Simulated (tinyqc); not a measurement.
Peak gain against injection: optical gain and spontaneous emission in a bulk direct-gap semiconductor.

Parabolic bands, vertical transitions, no excitons. For each hole band j: mr = me mj/(me + mj); joint density of states J_j(E) = (mr/c)^(3/2) sqrt(E - Eg)/(2 pi^2), both spins, c = hbar^2/2m0; averaged matrix element |e.p|^2 = m0 Ep/6; alpha_j(E) = 4 pi^2 alpha_f c Ep J_j/(3 nr E) in 1/angstrom (alpha_f the fine-structure constant, listed as alpha among the constants), times 1e8 for 1/cm.

F_j(eta) = (1/Gamma(j + 1)) integral_0^infinity x^j dx/(1 + exp(x - eta)), which tends to exp(eta) for eta << 0.

Quasi-Fermi levels: n = Nc F_1/2(Fc/kT) and p = Nv F_1/2(Fv/kT), Fc counted up from the conduction edge and Fv down from the valence edge; Nc, Nv from N = 2 (m kB T/(4 pi c))^(3/2) with c = hbar^2/2m0, in 1/angstrom^3; times 1e24 for 1/cm^3, with me and (mhh^(3/2) + mlh^(3/2))^(2/3).

For band j the electron sits at Ee = (E - Eg) mr/me above its edge and the hole at Eh = (E - Eg) mr/mj; fe = 1/(1 + exp((Ee - Fc)/kT)), fh = 1/(1 + exp((Eh - Fv)/kT)); gain g = sum_j alpha_j (fe + fh - 1).

Spontaneous rate: R = integral of (nr E/(hbar c))^2/(pi^2 hbar) sum_j alpha_j fe fh dE, with alpha in 1/cm and (nr E/(hbar c))^2 in 1/cm^2 (1e16 per 1/angstrom^2); B = R/(n p); lifetime n/R.

Constants: hbar^2/2m0 = 3.80998211 eV angstrom^2; fine-structure constant alpha = 0.007297352564; kB = 8.617333262e-05 eV/K; hbar = 6.58211957e-16 eV s; hbar c = 1973.269805 eV angstrom.

Parameters, chosen for this exercise (near those of InGaAs; shifted at random, so the results belong to these values and not to a real crystal): Eg = 0.733 eV (direct gap); me = 0.0409 m0 (electron mass); mhh = 0.457 m0 (heavy-hole mass); mlh = 0.0496 m0 (light-hole mass); Ep = 22.6 eV (Kane energy); nr = 3.56 (refractive index); T = 350 K.

The peak is the largest g over E; a dash marks no gain.

Gain:
```
n (1/cm^3)  Fc (eV)  Fv (eV)  peak gain (1/cm)  peak E - Eg (eV)  B (cm^3/s)
4.5e+17      0.0343  -0.0934                 -                 -    1.03e-10
7.2e+17      0.0588  -0.0790                 -                 -    9.81e-11
1.3e+18      0.0981  -0.0605               150            0.0139    8.90e-11
1.6e+18      0.1151  -0.0539               294            0.0236    8.53e-11
2.1e+18      0.1407  -0.0452               529            0.0387    8.01e-11
2.7e+18      0.1683  -0.0370               787            0.0548    7.51e-11
3.6e+18      0.2057  -0.0274              1125            0.0749    6.92e-11
```

Give the missing row, n (1/cm^3) = 1.0e+18.

Computed row:
```
n (1/cm^3)  Fc (eV)  Fv (eV)  peak gain (1/cm)  peak E - Eg (eV)  B (cm^3/s)
1.0e+18      0.0793  -0.0688                24            0.0036    9.33e-11
```

transparency density (Fc + Fv = 0) = 8.97e+17 1/cm^3

Gain starts at 8.97e+17 1/cm^3, where Fc = -Fv = 0.0721 eV: with Nv/Nc = 39 the electrons must be degenerate before the holes are. The slope of peak gain against n is 4.21e-16 cm^2 between the first two rows with gain and 3.76e-16 between the last two; the peak moves from 0.0036 to 0.0749 eV above the gap as the bands fill, and B falls by a factor 1.50. Line broadening and gap shrinkage are left out.

Program tinyqc; command `OMP_NUM_THREADS=1 python tinyqc.py 1681916 1681917 out.jsonl`; about 0.08 s on one thread of a shared Intel(R) Xeon(R) Processor @ 2.30GHz.
